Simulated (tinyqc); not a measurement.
Gain against electron density: polytypes and stacking faults of a tetrahedral semiconductor in an axial Ising model with couplings up to third neighbours. Computed by tinyqc, a small Python program. Command: `OMP_NUM_THREADS=1 python tinyqc.py 3025025 3025026 out.jsonl polytype walk`. One thread of a shared host (Intel(R) Xeon(R) Processor @ 2.30GHz), about 0.01 s of CPU time with the checks.

Each double layer has s = +1 or -1 for the sense of its stacking step; E per pair of atoms = E0 - sum_n J_n <s_i s_(i+n)>, n = 1, 2, 3. Hexagonality h = (1 - <s_i s_(i+1)>)/2.

Inputs (values chosen for the exercise, for a model crystal):
```
quantity                                    value      unit
J1                                          -8.08  meV/pair
J2                                         -0.469  meV/pair
J3                                           0.05  meV/pair
basal lattice constant a                     3.19  angstrom
binding energy of the fault level E_b       0.078        eV
in-plane mass m                              0.27        m0
effective density of states N_c at 300 K  1.3e+19    1/cm^3
temperature T                                1000         K
```

Host polytype: 2H.

Constants: 1 eV/angstrom^2 = 16.02176634 J/m^2; m_0 = 9.1093837015e-31 kg; hbar = 1.054571817e-34 J s; k_B = 1.380649e-23 J/K; k_B = 8.617333262e-05 eV/K.

Method. Faults in 2H: the sequences I1 (+), I2 (++), E (+++) are put between perfect repeats; k_n = (layers x C_n of the host) - sum_i s_i s_(i+n). gamma = sum k_n J_n/A, A = (sqrt 3/2) a^2; 1 meV/angstrom^2 = 16.02177 mJ/m^2. The fault binds electrons in a two-dimensional band E_b below the conduction edge, g2 = m m0/(pi hbar^2) for one valley. With the Fermi level held by the bulk, eta = ln[n/N_c(T)], N_c(T) = N_c (T/300)^1.5, the grand potential falls by g2 (k_B T)^2 F1(x), x = eta + E_b/(k_B T), F1(x) = integral from 0 to infinity of ln(1 + exp(x - t)) dt; sheet density g2 k_B T ln(1 + e^x). Band bending by the trapped charge is left out, so the gain is an upper bound.

fault coefficients k_n:
```
    J1  J2  J3
I1  -2   4  -6
I2  -4   4  -4
E   -6   4  -6
```

energy of the glide fault, I2 = 54.9842 mJ/m^2

At T:
```
n (1/cm^3)        x  sheet density (1/cm^2)  gain (mJ/m^2)  gain/gamma  gain/gamma at T + 200 K
1.00e+14    -12.676              3.0372e+07     4.1933e-06  7.6264e-08               7.1845e-08
1.00e+15    -10.374              3.0372e+08     4.1933e-05  7.6264e-07               7.1844e-07
1.00e+16     -8.071              3.0367e+09     4.1930e-04  7.6258e-06               7.1841e-06
1.00e+17     -5.768              3.0325e+10     4.1901e-03  7.6205e-05               7.1808e-05
1.00e+18     -3.466              2.9907e+11     4.1610e-02  7.5677e-04               7.1481e-04
5.00e+18     -1.856              1.4110e+12     2.0200e-01  3.6738e-03               3.5044e-03
2.00e+19     -0.470              4.7187e+12     7.3482e-01  1.3364e-02               1.3118e-02
```

What follows from these numbers?

For x well below 0 the gain is k_B T times the sheet density and linear in n; for x well above 0 the well fills and the gain grows only about as x^2. It stays below the fault energy in all rows; 200 K more changes it by a factor 0.94 at 1e16.
